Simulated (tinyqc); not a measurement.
Surface photovoltage measurement of the minority-carrier diffusion length in a wafer: one step, computed by the program tinyqc.

Low injection, steady light, a depletion layer much thinner than 1/alpha and L. The excess density dn is taken at the front edge of the neutral region; light that reaches the back is lost.

Task: The linear plot. alpha = (84.732/lambda - 76.417)^2 per cm with lambda in micrometre (an empirical fit for silicon between 0.7 and 1.05 micrometre). Thick wafer: dn = Phi L/((S_f + D/L)(L + 1/alpha)). Finite wafer, with s = S_b L/D, w = W/L, a = alpha L: dn = [Phi a/(a^2 - 1)] [a - B - exp(-alpha W)(a - s)/(cosh w + s sinh w)]/(S_f + B D/L), B = (sinh w + s cosh w)/(cosh w + s sinh w). Readings y = (Phi/dn) (1 + noise x g) at 780, 830, 880, 920, 950, 975 and 995 nm; a least-squares line y = c (1/alpha + L_app) gives L_app = intercept/slope.

Inputs (values chosen for the exercise, modelled on p-type silicon at room temperature):

| quantity | value | unit |
|---|---|---|
| diffusion length L | 170 | micrometre |
| wafer thickness W | 300 | micrometre |
| diffusivity D | 33.1 | cm^2/s |
| front recombination velocity S_f | 860 | cm/s |
| back recombination velocity S_b | 70000 | cm/s |
| photon flux entering | 1.1e+12 | 1/(cm^2 s) |
| relative noise of each reading | 0.5 | % |

normal deviates g for the noise: 1.26  0.24  0.07  -0.21  1.23  -0.17  -0.65

Give: the table «Readings» with the columns 1/alpha (micrometre), y (cm/s), line (cm/s), for lambda (nm) = 780, 830, 880, 920, 950, 975, 995; slope; apparent length L_app; error of L_app (rounded to 0.001).

Result:

Readings:

| lambda (nm) | 1/alpha (micrometre) | y (cm/s) | line (cm/s) |
|---|---|---|---|
| 780 | 9.6 | 3114 | 3076 |
| 830 | 15.2 | 3200 | 3189 |
| 880 | 25.3 | 3388 | 3398 |
| 920 | 40.7 | 3678 | 3712 |
| 950 | 61.3 | 4121 | 4134 |
| 975 | 90.9 | 4720 | 4742 |
| 995 | 130.9 | 5591 | 5561 |

slope = 20.50 cm/(s micrometre)

apparent length L_app = 140.4 micrometre

error of L_app (rounded to 0.001) = -17.393 %

Without noise the error would be -18.6 %, from the finite thickness at W/L = 1.8. S_f scales all readings alike and leaves L_app unchanged.
